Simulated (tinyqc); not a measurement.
Random telegraph noise from one oxide trap in a small MOSFET: effect of the capture barrier.

An acceptor-like trap exchanges electrons with the channel. Inversion charge Q = Cox u, u = n Vt W0(exp((Vg - VT)/(n Vt))), W0 the Lambert function, n = nf, Cox = eps0 eox/tox; linear regime Id = (W/L) mu Q Vd. Relative to threshold the surface potential rises by Vt ln(u/u0) and the oxide voltage by the rest of Vg - VT, with u0 = n Vt W0(1).

N = Cox u/q; dpsi = Vt ln(u/u0); E = E0 - dpsi - (xt/tox)(Vg - VT - dpsi); capture time tc = 1/[(N/zi) vth s0 exp(-xt/lt - EB/Vt)]; emission time te = tc exp(-E/Vt); occupancy te/(tc + te). A = W L; threshold step dV = q (1 - xt/tox)/(Cox A); gm/Id = 1/(u + n Vt); relative step dI/I = (gm/Id) dV + asc mu/A. fc = (1/tc + 1/te)/(2 pi); rms = (dI/I) sqrt(tc te)/(tc + te).

Parameters, values chosen for the exercise; values of the order met in silicon transistors: temperature T = 200 K; relative permittivity of the gate insulator (close to silicon dioxide) eox = 3.9; insulator thickness tox = 2 nm; depth of the trap from the channel interface xt = 0.64 nm; trap level above the channel Fermi level at threshold E0 = 0.15 eV; capture prefactor s0 = 9e-15 cm^2; tunnelling decay length lt = 0.15 nm; thermal velocity vth = 1.5e7 cm/s; thickness of the inversion layer zi = 2.6 nm; threshold voltage VT = 0.43 V; body factor nf = 1.18; gate width W = 120 nm; gate length L = 51 nm; mobility mu = 120 cm^2/(V s); scattering coefficient of the charged trap asc = 0 V s; drain voltage Vd = 0.02 V; gate voltage Vg = 0.78 V.

Constants: q = 1.602176634e-19 C, kB = 1.380649e-23 J/K, Vt = kB T/q, eps0 = 8.8541878128e-14 F/cm where lengths are in cm. Results are converted to the units shown.

The same in every row: E (eV) = -1.370e-5; occupancy = 0.5002; dI/I (%) = 0.3264; rms dI/I (%) = 0.1632.

Effect of the capture barrier:
```
EB (eV)	tc (s)	te (s)	fc (Hz)
0.1	1.427e-8	1.428e-8	2.230e7
0.2	4.724e-6	4.727e-6	6.736e4
0.3	0.001564	0.001565	203.5
0.4	0.5177	0.5181	0.6146
0.5	171.4	171.5	0.001857
0.6	5.673e4	5.678e4	5.608e-6
0.7	1.878e7	1.880e7	1.694e-8
```

As EB goes from 0.1 to 0.7, tc rises from 1.43e-8 to 1.88e7 s, te rises from 1.43e-8 to 1.88e7 s and dI/I stays at 0.326 %. The barrier scales both times alike and leaves the occupancy unchanged.

Range of the model: VT is taken as given; short-channel effects and the uneven flow of current among few electrons are left out.

Numbers from tinyqc (`OMP_NUM_THREADS=1 python tinyqc.py 2710087 2710088 out.jsonl`; about 0.01 s on one thread of a shared Intel Xeon 2.30GHz).
